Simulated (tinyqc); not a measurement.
Crystal pulling from the melt: segregation, interface stability, heat balance and point-defect regime. Changing the gradient in the melt G_L. Computed by tinyqc, a small Python program. Command: `OMP_NUM_THREADS=1 python tinyqc.py 3012680 3012681 out.jsonl pull sweep`. One thread of a shared host (Intel(R) Xeon(R) Processor @ 2.30GHz), about 0.02 s of CPU time with the checks.

A dilute solute; steady pulling with a flat interface unless it is found unstable.

Inputs (values chosen for the exercise, for a model semiconductor):

| quantity | value | unit |
|---|---|---|
| equilibrium coefficient k0 | 0.31 | - |
| initial melt concentration C0 | 1.7e+16 | 1/cm^3 |
| diffusivity in the melt D | 0.00019 | cm^2/s |
| kinematic viscosity nu | 0.0027 | cm^2/s |
| crystal rotation | 20 | rpm |
| pull rate V | 1.2 | mm/min |
| solid conductivity k_S | 23.5 | W/(m K) |
| melt conductivity k_L | 62.5 | W/(m K) |
| latent heat per volume L | 4090 | J/cm^3 |
| melting point T_m | 1685 | K |
| interface energy gamma | 0.33 | J/m^2 |
| frozen fraction g | 0.41 | - |
| critical ratio xi_c | 0.13 | mm^2/(min K) |

Loss from the melt surface: none.

Constants: k_B = 1.380649e-23 J/K.

Method:
- delta = 1.61 D^(1/3) nu^(1/6) omega^(-1/2), omega = 2 pi rpm/60; k_eff = k0/[k0 + (1 - k0) exp(-V delta/D)] (Burton, Prim and Slichter); the melt at the interface is enriched by k_eff/k0.
- Axial profile: C_s = k_eff C0 (1 - g)^(k_eff - 1); bulk melt C_L = C_s/k_eff. Usable fraction: the g at which C_s has changed by 30 % from its first value (0.99 at most).
- k_S G_S = k_L G_L + L V; the largest rate for this G_S, with G_L = 0, is k_S G_S/L. Voronkov: the crystal grows vacancy-rich if V/G_S > xi_c and interstitial-rich if below; at fixed G_L the neutral rate solves V = xi_c G_S(V).
- Liquidus slope per concentration (van 't Hoff): |m| = k_B T_m^2 (1 - k0)/L. Solute gradient at the interface: G_C = (V/D) C_s (1 - k0)/k0. Constitutional supercooling sets in when |m| G_C > G_L. Critical C_s from the equality.
- Mullins-Sekerka for a thick solute layer: a ripple of wave number w grows if S(w) = -Gam w^2 - G* + |m| G_C (w* - V/D)/(w* - (1 - k0) V/D) > 0, Gam = gamma T_m/L, G* = (k_S G_S + k_L G_L)/(k_S + k_L), w* = V/(2D) + sqrt((V/(2D))^2 + w^2).
- The critical C_s is that at which the maximum of S over w is zero.

One run for each value:

| gradient in the melt G_L (K/cm) | V/G_S (mm^2/(min K)) | critical C_s (1/cm^3) | critical C_s, Mullins-Sekerka (1/cm^3) | neutral pull rate (mm/min) | wavelength at onset (micrometre) |
|---|---|---|---|---|---|
| 2.0 | 0.29905 | 1.2908e+19 | 8.3724e+19 | 0.1110 | 536.48 |
| 3.1 | 0.27872 | 2.0007e+19 | 9.4337e+19 | 0.1721 | 515.75 |
| 4.7 | 0.25365 | 3.0334e+19 | 1.0976e+20 | 0.2609 | 490.59 |
| 7.2 | 0.22240 | 4.6469e+19 | 1.3381e+20 | 0.3996 | 459.50 |
| 11.0 | 0.18731 | 7.0994e+19 | 1.7030e+20 | 0.6106 | 424.28 |
| 17.0 | 0.14996 | 1.0972e+20 | 2.2781e+20 | 0.9436 | 385.34 |
| 26.0 | 0.11543 | 1.6780e+20 | 3.1388e+20 | 1.4431 | 346.55 |
| 40.0 | 0.08499 | 2.5816e+20 | 4.4750e+20 | 2.2202 | 308.14 |

Over the rows, V/G_S (mm^2/(min K)) falls from 0.299 to 0.0850 (exponent d ln y / d ln x -0.16 between the first rows and -0.71 between the last); critical C_s (1/cm^3) rises from 1.29e19 to 2.58e20 (exponent d ln y / d ln x about 1.0 throughout); critical C_s, Mullins-Sekerka (1/cm^3) rises from 8.37e19 to 4.47e20 (exponent d ln y / d ln x 0.27 between the first rows and 0.82 between the last). The exponent of critical C_s stays at 1: the criterion compares with G_L.

Caution (all rows): the onset wavelength exceeds the stirred boundary layer, so flow cuts off the solute field assumed in this theory.

Extremes, crossings and ranges named in words are read from the listed rows.
